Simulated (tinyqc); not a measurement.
Deal-Grove kinetics of thermal oxidation of silicon: one step, computed by the program tinyqc. Command: `OMP_NUM_THREADS=1 python tinyqc.py 3022352 3022353 out.jsonl oxide walk`. One thread of a shared host (Intel(R) Xeon(R) Processor @ 2.30GHz), about 0.09 s of CPU time with the checks.

Oxidant diffuses through the oxide and reacts at the interface, so that dx/dt = B/(A + 2x) for the oxide thickness x.

Problem. A single trial Runge-Kutta step of the thin-film equation. With f(x) = B/(A + 2x) + c (B/A) exp(-x/L) and h = L/(4 f(x_i)): k1 = f(x_i), k2 = f(x_i + h k1/2), k3 = f(x_i + h k2/2), k4 = f(x_i + h k3), x = x_i + h (k1 + 2 k2 + 2 k3 + k4)/6.

Inputs (values chosen for the exercise, close to those used for silicon):
```
quantity                           value  unit
temperature T                        850     C
initial oxide x_i                   0.01    um
ratio c of the extra rate to B/A     2.4     -
decay length L                    0.0061    um
```

Ambient: dry oxygen. Surface: (100). Extension: thin-film term.

length A = 0.7269893 um

parabolic constant B = 0.02035324 um^2/h

linear constant B/A = 0.02799661 um/h

Give: step h; k1 to k4; x after the step.

Solution.

step h = 0.037851 h

k1 to k4 (um/h): 0.040289  0.038701  0.038760  0.037395

x after the step = 0.011467 um
